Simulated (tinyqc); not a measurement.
Hubbard chain of 3 sites, step by step. One step of it, computed by the program tinyqc.

Problem. The many-body Hamiltonian. Basis: all placements (u, d, 2, 0 on each site), up operators ordered before down ones; hops carry the sign of the same-spin electrons passed.

one-body matrix (hopping and site energies) (eV), order 1, 2, 3:
$$\begin{pmatrix}
-0.910000 & -1.220000 & 0.000000 \\
-1.220000 & -0.240000 & -1.220000 \\
0.000000 & -1.220000 & -0.680000
\end{pmatrix}$$

U = 8.200000 eV

electrons, up and down: [1, 1]

Give: H.

Solution.

H (eV):
```
         200      ud0      u0d      du0      020      0ud      d0u      0du
200   6.3800  -1.2200   0.0000  -1.2200   0.0000   0.0000   0.0000   0.0000
ud0  -1.2200  -1.1500  -1.2200   0.0000  -1.2200   0.0000   0.0000   0.0000
u0d   0.0000  -1.2200  -1.5900   0.0000   0.0000  -1.2200   0.0000   0.0000
du0  -1.2200   0.0000   0.0000  -1.1500  -1.2200   0.0000  -1.2200   0.0000
020   0.0000  -1.2200   0.0000  -1.2200   7.7200  -1.2200   0.0000  -1.2200
0ud   0.0000   0.0000  -1.2200   0.0000  -1.2200  -0.9200   0.0000   0.0000
d0u   0.0000   0.0000   0.0000  -1.2200   0.0000   0.0000  -1.5900  -1.2200
0du   0.0000   0.0000   0.0000   0.0000  -1.2200   0.0000  -1.2200  -0.9200
002   0.0000   0.0000   0.0000   0.0000   0.0000  -1.2200   0.0000  -1.2200

         002
200   0.0000
ud0   0.0000
u0d   0.0000
du0   0.0000
020   0.0000
0ud  -1.2200
d0u   0.0000
0du  -1.2200
002   6.8400
```
